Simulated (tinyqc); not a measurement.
# Rectangular fin or nanosheet with a gate all round, subbands and threshold shift from confinement: effects of single changes

Undoped body with a flat potential across it, hard walls, transport along x. Three valley pairs (g = 2 each) with the longitudinal mass along x, y or z. Non-parabolicity enters the subband edges through E (1 + al E) = gamma, so E = 2 gamma/(1 + sqrt(1 + 4 al gamma)); motion within a subband is taken as parabolic with the band-edge mass. Energies are counted from the bulk band edge.

Values chosen for this exercise; masses close to those of silicon:
```
symbol,value,unit,meaning
T,400,K,temperature
ml,0.899,m0,longitudinal mass
mt,0.193,m0,transverse mass
al,0,1/eV,non-parabolicity
t,3.8,nm,width (along y)
dl,0.2,nm,widening of the box by penetration into the insulator
Cg,2.4,uF/cm^2,gate capacitance per area of interface
H,7.6,nm,height (along z)
```

Constants: q = 1.602176634e-19 C, kB = 1.380649e-23 J/K, hbar = 1.054571817e-34 J s, m0 = 9.1093837015e-31 kg, Vt = kB T/q, hbar^2/(2 m0) = 0.0380998212 eV nm^2. Results are converted to the units shown.

Each table varies one quantity; the others keep the values above.

## Confinement against the width

gamma = C pi^2 [a^2/(my (t + dl)^2) + b^2/(mz (H + dl)^2)], C = hbar^2/(2 m0). Each subband has N_k = g sqrt(2 mx m0 kB T/(pi hbar^2)); without degeneracy n = exp(EF/Vt) sum N_k exp(-E_k/Vt). Classical value Nc times t H, Nc = sum over valleys of 2 g (m m0 kB T/(2 pi hbar^2))^1.5 with m = (mx my mz)^(1/3). Threshold shift dVT = Vt ln(classical value/sum N_k exp(-E_k/Vt)). With degeneracy n = sum N_k F((EF - E_k)/Vt), F(x) = (1/sqrt(pi)) int_0^infinity u^(-1/2) du/(1 + exp(u - x)); gate: Vg = EF + q n/(Cg P), P = 2 (t + H), summed over the 60 lowest subbands at most, with Vg counted from the value that would put EF at the bulk band edge of an empty body. The last two columns are for Vg = 0.6 V; sensitivity d(dVT)/dt by central differences between 0.99 and 1.01 times the value.

Confinement against the width:
```
t (nm)	E_1 (meV)	gap to the next edge (meV)	dVT (mV)	sensitivity (mV/nm)	n/P (cm^-2)	share of the lowest subband (%)
2	118.4	96.07	127.1	-61.64	5.805e12	74.19
2.7	81.76	96.07	99.39	-26.34	6.422e12	60.73
3.6	60.99	80.81	79.74	-19.43	7.157e12	40.28
4.7	49.44	38.58	61.46	-13.43	7.651e12	27.45
6.3	41.92	11.07	46.36	-6.310	7.987e12	19.20
8.4	33.22	4.461	37.49	-2.813	8.205e12	14.91
11	22.41	12.95	32.31	-1.412	8.360e12	12.67
15	15.31	18.53	28.40	-0.6778	8.495e12	9.978
20	11.65	14.32	25.95	-0.3551	8.585e12	7.793
```

What does the table show?

As t grows from 2 to 20 nm, E_1 falls from 118 to 11.6 meV and dVT falls from 127 to 25.9 mV. E_1 goes as t^(-1.24) at the thin end; a thickness error of 0.2 nm moves the threshold by 12 mV in the first row and 0.071 mV in the last. The charge per interface area rises from 5.80e12 to 8.58e12 cm^-2. For t = 2, 2.7 the body is too thin for bulk effective masses to be reliable. In every row the charge in the last two columns would bend the potential across the body noticeably, which is left out.

## Charge and subband filling against gate voltage

Same model as above.

Each subband has N_k = g sqrt(2 mx m0 kB T/(pi hbar^2)). Cq = q dn/dEF.

Result of one run:
```
Vg (V)	EF - E_1 (eV)	n (cm^-1)	n/P (cm^-2)	share of the lowest subband (%)	Cq/(Cg P)	total C/(Cg P)
0.16	-0.01310	3.925e6	1.722e12	56.42	2.719	0.7311
```

What becomes of these results when the gate voltage Vg is changed from 0.16 to 0.54 V, all else the same?

Result of the changed run:
```
Vg (V)	EF - E_1 (eV)	n (cm^-1)	n/P (cm^-2)	share of the lowest subband (%)	Cq/(Cg P)	total C/(Cg P)
0.54	0.04985	1.475e7	6.471e12	39.17	8.051	0.8895
```

The whole series:
```
Vg (V)	EF - E_1 (eV)	n (cm^-1)	n/P (cm^-2)	share of the lowest subband (%)	Cq/(Cg P)	total C/(Cg P)
-0.09	-0.1508	9.143e4	4.010e10	64.27	0.07720	0.07167
0.04	-0.05645	1.308e6	5.735e11	61.78	1.026	0.5064
0.16	-0.01310	3.925e6	1.722e12	56.42	2.719	0.7311
0.29	0.01517	7.400e6	3.246e12	49.85	4.598	0.8214
0.41	0.03389	1.086e7	4.763e12	44.27	6.290	0.8628
0.54	0.04985	1.475e7	6.471e12	39.17	8.051	0.8895
0.66	0.06209	1.843e7	8.085e12	35.30	9.571	0.9054
0.79	0.07357	2.248e7	9.860e12	31.88	11.07	0.9171
0.91	0.08303	2.626e7	1.152e13	29.28	12.30	0.9248
```

EF passes E_1 = 0.0582 eV at Vg = 0.214 V. The share of the lowest subband falls from 64.3 to 29.3 % and the total capacitance rises from 0.0717 to 0.925 of Cg P. In the last row 7.9 % of an added gate voltage goes into raising EF (from the last two rows). For Vg = 0.16, 0.29, 0.41, 0.54, 0.66, 0.79, 0.91 the charge would bend the potential across the body noticeably, which is left out.

Numbers from tinyqc (`OMP_NUM_THREADS=1 python tinyqc.py 2350041 2350042 out.jsonl`; about 0.2 s on one thread of a shared Intel Xeon 2.30GHz).
